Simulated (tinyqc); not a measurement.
LDA (PW92) atom on a uniform radial grid, spin-unpolarised, for B(2+), step by step. Computed by tinyqc, a small Python program that keeps every step. Settings: Z = 5, points = 256, R = 8.4, functional = lda,pw, mixing = 1.0, iteration cap = 70. Command: `OMP_NUM_THREADS=1 python tinyqc.py 28656 28657 out.jsonl` (the two numbers bound the seeds that draw the settings). One thread of a shared host (Intel(R) Xeon(R) Processor @ 2.60GHz), about 0.2 s of CPU time with the checks. Later iterations appear only in the table of the cycle.

## Iteration 1

Spherical atom on a uniform radial grid r_j = j h with h = R/(N + 1), h sum u^2 = 1 and integrals as h times sums, u(0) = u(R) = 0 (atomic units):
```
parameter           value
Z                       5
points N              256
R                8.400000
h                0.032685
mixing           1.000000
electrons in 1s         2
electrons in 2s         1
```

Three-point differences turn -u''/2 + [l(l+1)/2r^2 - Z/r + V] u = e u into a tridiagonal matrix (diagonal 1/h^2 + potential, off-diagonal -1/2h^2). D = sum f u^2; the Hartree potential y/r solves y'' = -D/r with y(0) = 0, y(R) = N_e; v_xc comes from rho = D/(4 pi r^2); E = sum f e - int D V + int D (V_H/2 + eps_xc); V(new) = V + mixing (V_H + v_xc - V).

eigenvalues (hartree): 1s -12.4176, 2s -3.1198

Every 16th grid point:
```
r         V in     u(1s)      u(2s)         D     V_H       v_xc
0.5230  0.0000    0.8600    -0.3400    1.5948  4.6944    -0.8353
1.0459  0.0000    0.1273    -0.9763    0.9857  2.7157    -0.4671
1.5689  0.0000    0.0141    -0.7187    0.5169  1.8914    -0.2991
2.0918  0.0000    0.0014    -0.3759    0.1413  1.4317    -0.1701
2.6148  0.0000  1.29e-04    -0.1667    0.0278  1.1471    -0.0916
3.1377  0.0000  1.15e-05    -0.0670    0.0045  0.9561    -0.0476
3.6607  0.0000  9.91e-07    -0.0252    0.0006  0.8195    -0.0240
4.1837  0.0000  8.38e-08    -0.0091  8.21e-05  0.7171    -0.0117
4.7066  0.0000  6.98e-09    -0.0031  9.88e-06  0.6374    -0.0056
5.2296  0.0000  5.74e-10    -0.0011  1.13e-06  0.5737    -0.0026
5.7525  0.0000  4.68e-11  -3.50e-04  1.23e-07  0.5215    -0.0012
6.2755  0.0000         0  -1.14e-04  1.29e-08  0.4781    -0.0005
6.7984  0.0000         0  -3.63e-05  1.32e-09  0.4413  -2.45e-04
7.3214  0.0000         0  -1.14e-05  1.29e-10  0.4098  -1.09e-04
7.8444  0.0000         0  -3.28e-06  1.08e-11  0.3824  -4.56e-05
8.3673  0.0000         0  -1.51e-07         0  0.3585     0.0000
```

total energy = -22.533572 hartree

## Iteration 2

As before.

eigenvalues (hartree): 1s -7.1410, 2s -1.0504

Every 16th grid point:
```
r         V in     u(1s)      u(2s)         D     V_H       v_xc
0.5230  3.8591    0.9487    -0.0892    1.8078  4.3930    -0.8689
1.0459  2.2486    0.2113    -0.7094    0.5925  2.5572    -0.3994
1.5689  1.5923    0.0382    -0.7955    0.6358  1.8291    -0.3186
2.0918  1.2616    0.0063    -0.6320    0.3996  1.4127    -0.2325
2.6148  1.0555    0.0010    -0.4300    0.1849  1.1420    -0.1613
3.1377  0.9085  1.54e-04    -0.2682    0.0719  0.9548    -0.1091
3.6607  0.7955  2.32e-05    -0.1585    0.0251  0.8192    -0.0727
4.1837  0.7053  3.46e-06    -0.0904    0.0082  0.7170    -0.0479
4.7066  0.6318  5.11e-07    -0.0502    0.0025  0.6374    -0.0313
5.2296  0.5710  7.49e-08    -0.0273    0.0007  0.5737    -0.0202
5.7525  0.5203  1.09e-08    -0.0146  2.15e-04  0.5215    -0.0130
6.2755  0.4775  1.59e-09    -0.0077  5.98e-05  0.4781    -0.0083
6.7984  0.4410  2.30e-10    -0.0040  1.60e-05  0.4413    -0.0052
7.3214  0.4096  3.31e-11    -0.0020  3.93e-06  0.4098    -0.0032
7.8444  0.3824         0    -0.0008  6.84e-07  0.3824    -0.0017
8.3673  0.3585         0  -4.49e-05  2.01e-09  0.3585  -2.46e-04
```

total energy = -22.940391 hartree

## Convergence

Stop when input and output potentials agree to 1e-7.

Course of the cycle (hartree):
```
iteration           E     e(1s)    e(2s)  largest |V(out) - V(in)|
1          -22.533572  -12.4176  -3.1198                  7.14e+00
2          -22.940391   -7.1410  -1.0504                  1.00e+00
3          -22.947120   -7.6757  -1.1572                  1.41e-01
4          -22.947261   -7.6066  -1.1472                  2.05e-02
5          -22.947264   -7.6166  -1.1487                  2.97e-03
6          -22.947264   -7.6151  -1.1485                  4.31e-04
7          -22.947264   -7.6153  -1.1485                  6.25e-05
8          -22.947264   -7.6153  -1.1485                  9.06e-06
9          -22.947264   -7.6153  -1.1485                  1.31e-06
10         -22.947264   -7.6153  -1.1485                  1.90e-07
11         -22.947264   -7.6153  -1.1485                  2.76e-08
```

Converged in 11 iterations. A uniform grid resolves the cusp poorly: for a bare nucleus this grid gives 1s at -12.41764 against -Z^2/2 = -12.5 hartree. Before convergence this energy mixes input and output and is not variational, so it may rise towards its limit.
